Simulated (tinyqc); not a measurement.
# Metal gate on a two-layer dielectric stack with fixed charge and a dipole, step by step

tinyqc, about 0.01 s, one thread, Intel Xeon 2.30GHz (shared host): `OMP_NUM_THREADS=1 python tinyqc.py 2010070 2010071 out.jsonl` Printed values are rounded.

Gate, layer 2, layer 1, p-type semiconductor; x runs from the gate inwards. Charges are counted in units of +q. psi is the band bending at the surface, positive towards inversion. Classical charge, Boltzmann statistics, no interface traps.

Parameters, values chosen for the exercise; band and dielectric values those of a made-up semiconductor, layer 1 close to aluminium oxide, layer 2 close to zirconium oxide: temperature T = 350 K; band gap Eg = 0.911 eV; relative permittivity eps_r = 10.5; conduction-band density of states at T Nc = 2.94e19 cm^-3; valence-band density of states at T Nv = 3.07e19 cm^-3; electron affinity chi = 3.54 eV; acceptor density Na = 2.1e16 cm^-3; work function of the gate metal pM = 4.88 eV; thickness of layer 1, next to the semiconductor t1 = 0.8 nm; relative permittivity of layer 1 e1 = 8.96; thickness of layer 2, next to the gate t2 = 3.4 nm; relative permittivity of layer 2 e2 = 24.2; fixed charge at the semiconductor interface Q1 = 1.2e12 cm^-2; fixed charge between the layers Q2 = 1.4e11 cm^-2; uniform charge density in layer 1 r1 = 0 cm^-3; uniform charge density in layer 2 r2 = 0 cm^-3; flat-band shift by a dipole layer between the layers Vd = 0 V; band bending psi of the working point ps = 0.573 V.

Constants: q = 1.602176634e-19 C, kB = 1.380649e-23 J/K, Vt = kB T/q, eps0 = 8.8541878128e-14 F/cm where lengths are in cm. Results are converted to the units shown.

## Equivalent thickness and work-function difference

EOT = 3.9 (t1/e1 + t2/e2), Cox = eps0/(t1/e1 + t2/e2); phi_ms = pM - (chi + Eg - Vt ln(Nv/Na)).

EOT = 0.8961482 nm
Cox = 3.853306 uF/cm^2
share of layer 1 in the EOT = 38.85678 %
phi_ms = 0.6487957 V

## Flat-band voltage, term by term

EOT = 3.9 (t1/e1 + t2/e2), Cox = eps0/(t1/e1 + t2/e2); phi_ms = pM - (chi + Eg - Vt ln(Nv/Na)). Vfb = phi_ms + Vd - (q/eps0) [Q1 (t1/e1 + t2/e2) + Q2 t2/e2 + r1 (t1^2/(2 e1) + t1 t2/e2) + r2 t2^2/(2 e2)]: each charge counts with its electrical distance from the gate.

terms (V): phi_ms 0.6487957, dipole 0.0000000, Q1 -0.0498951, Q2 -0.0035592, r1 0.0000000, r2 0.0000000
Vfb = 0.5953414 V

Apart from phi_ms the largest term is that of Q1, -49.9 mV; all charges and the dipole together move Vfb by -53.5 mV.

## Threshold voltage

ni = sqrt(Nc Nv) exp(-Eg/(2 Vt)), Eg in volts, pB = Vt ln(Na/ni), Vth = Vfb + 2 pB + sqrt(4 q eps0 eps_r Na pB)/Cox.

ni = 8.295289e12 cm^-3
pB = 0.2363568 V
depletion charge = 0.05438109 uC/cm^2
Vth = 1.082168 V

## Charge in the semiconductor

ni = sqrt(Nc Nv) exp(-Eg/(2 Vt)), Eg in volts. Qs = -sign(psi) sqrt(2 q eps0 eps_r Na Vt [exp(-u) + u - 1 + (ni/Na)^2 (exp(u) - u - 1)]), u = psi/Vt.

Qs = -0.09296057 uC/cm^2

The surface is in strong inversion: psi exceeds 2 Vt ln(Na/ni) = 0.473 V.

## Fields and voltage drops

Gauss: D = -Qs just inside the semiconductor; going towards the gate subtract q Q1, then q r1 t1, q Q2 and q r2 t2. Field = D/(eps0 e); the drop over a layer is its mean field times its thickness; Vg = phi_ms + Vd + psi + both drops.

```
place                        D (uC/cm^2)  field (MV/cm)
layer 2, gate side            -0.1217311     -0.0568117
layer 2, inner side           -0.1217311     -0.0568117
layer 1, outer side           -0.0993006     -0.1251686
layer 1, semiconductor side   -0.0993006     -0.1251686
semiconductor surface          0.0929606      0.0999910
```

drop over layer 2 = -0.01931596 V
drop over layer 1 = -0.01001348 V
Vg = 1.192466 V

The same Vg follows from Vfb + psi - Qs/Cox. The largest field, 0.125 MV/cm in size, is at: layer 1, outer side.
